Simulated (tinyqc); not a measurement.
Inside a calculation: optical transitions of a finite quantum well. Values are carried at full precision from step to step, so a last printed digit may differ when a step is redone from the rounded ones.

Each carrier sees a square well of width L with its own depth V and masses m (inside), mb (outside); c = hbar^2/2m0, k = sqrt(m E/c), kappa = sqrt(mb (V - E)/c), and level n solves k L + 2 atan[(k/m)/(kappa/mb)] = n pi. The envelope is cos(kz) for odd n and sin(kz) for even n inside, joins exp(-kappa (|z| - L/2)) outside, and is normalised to 1. Excitons and band mixing are left out.

Constants: hbar^2/2m0 = 3.80998211 eV angstrom^2; hc = 1239.841984 eV nm; fine-structure constant alpha = 0.007297352564.

Inputs chosen for the exercise (near those of an InGaAs well in InP; not measured data):
```
symbol  value   unit         meaning
L       189     angstrom     well width
Eg      0.809   eV           gap of the well
Vc      0.253   eV           conduction offset
Vv      0.355   eV           valence offset
me      0.04    m0           electron, well
meb     0.0818  m0           electron, barrier
mh      0.369   m0           heavy hole along z, well
mhb     0.507   m0           heavy hole, barrier
ml      0.0538  m0           light hole along z, well
mlb     0.1228  m0           light hole, barrier
Ns      0.39    x 1e12/cm^2  electrons in e1
n_r     3.32                 refractive index
G       20      meV          half width of the line
```

## Confinement energies

Up to three levels for each carrier.

Levels:
```
level,E (eV),k (1/angstrom),kappa (1/angstrom)
e1,0.0158,0.01288,0.07136
e2,0.0639,0.02590,0.06372
e3,0.1448,0.03900,0.04819
hh1,0.0025,0.01558,0.21658
hh2,0.0100,0.03116,0.21426
hh3,0.0225,0.04673,0.21033
lh1,0.0131,0.01358,0.10498
lh2,0.0527,0.02729,0.09870
lh3,0.1199,0.04115,0.08704
```

## Interband transitions

From e1 and e2 to each hole level: E = Eg + E_e + E_h, wavelength hc/E, squared overlap of the envelopes, and the strength |<S|p|v>|^2 in units of P^2 at the subband edge: overlap^2 times 1/2 (hh) or 1/6 (lh) for light polarised in the plane (TE), times 0 (hh) or 2/3 (lh) along z (TM).

Transitions:
```
pair,E (eV),wavelength (nm),overlap^2,TE,TM
e1-hh1,0.8273,1498.6,0.9718,0.4859,0.0000
e1-hh2,0.8348,1485.2,0.0000,0.0000,0.0000
e1-lh1,0.8379,1479.8,0.9973,0.1662,0.6649
e1-hh3,0.8474,1463.2,0.0129,0.0064,0.0000
e2-hh1,0.8754,1416.3,0.0000,0.0000,0.0000
e1-lh2,0.8775,1412.9,0.0000,0.0000,0.0000
e2-hh2,0.8829,1404.2,0.9152,0.4576,0.0000
e2-lh1,0.8860,1399.4,0.0000,0.0000,0.0000
e2-hh3,0.8955,1384.6,0.0000,0.0000,0.0000
e2-lh2,0.9256,1339.4,0.9905,0.1651,0.6603
e1-lh3,0.9447,1312.4,0.0013,0.0002,0.0009
e2-lh3,0.9928,1248.8,0.0000,0.0000,0.0000
```

The edge is e1-hh1 at 1499 nm. Pairs of opposite parity vanish exactly; e1-hh3 is allowed by parity and reaches 0.0129, only because the two envelopes leak differently into the barriers.

## Intersubband transitions from e1

z_1j = <1|z|j>; 1/m1 = <1|1/m|1>; f_1j = (m1/c)(E_j - E_1) z_1j^2, which sums to 1 over all bound and continuum states.

Transitions:
```
pair,E (meV),wavelength (micrometre),|z| (angstrom),f
1-2,48.1,25.77,43.51,0.9633
1-3,129.0,9.61,0.00,0.0000
1-4,231.7,5.35,3.10,0.0235
```

m1 = 0.0403 m0
sum of f over bound states = 0.9868

The continuum carries the remaining 0.0132. With hard walls z_12 = 16 L/(9 pi^2) = 34.04 angstrom and f_12 = 256/(27 pi^2) = 0.9607.

## Absorption of one well

For light polarised along z (a real waveguide or Brewster geometry adds an angle factor), with all electrons in e1 and none in e2, the peak fractional absorption is 4 pi alpha Ns c f_12/(n_r m1 G) and the area under the Lorentzian line is pi G times that, c = hbar^2/2m0; 1e12/cm^2 = 1e-4/angstrom^2. EF - E1 = 2 pi c Ns/m1 at zero temperature.

peak absorption = 0.491 %
area = 30.83 % meV
EF - E1 = 23.2 meV

EF lies below e2, as assumed.

## Checks

- Sum of f over all levels of a difference grid (60 cells across the well) against 1: 0.999 against 1.000.
- The strength f_12 on that grid against the matched envelopes: 0.962 against 0.963.

Computed by tinyqc, a small Python program: `OMP_NUM_THREADS=1 python tinyqc.py 1250686 1250687 out.jsonl` (the numbers bound the seed that draws the inputs); one thread of a shared host (Intel(R) Xeon(R) Processor @ 2.30GHz), about 0.05 s for the whole set of steps.
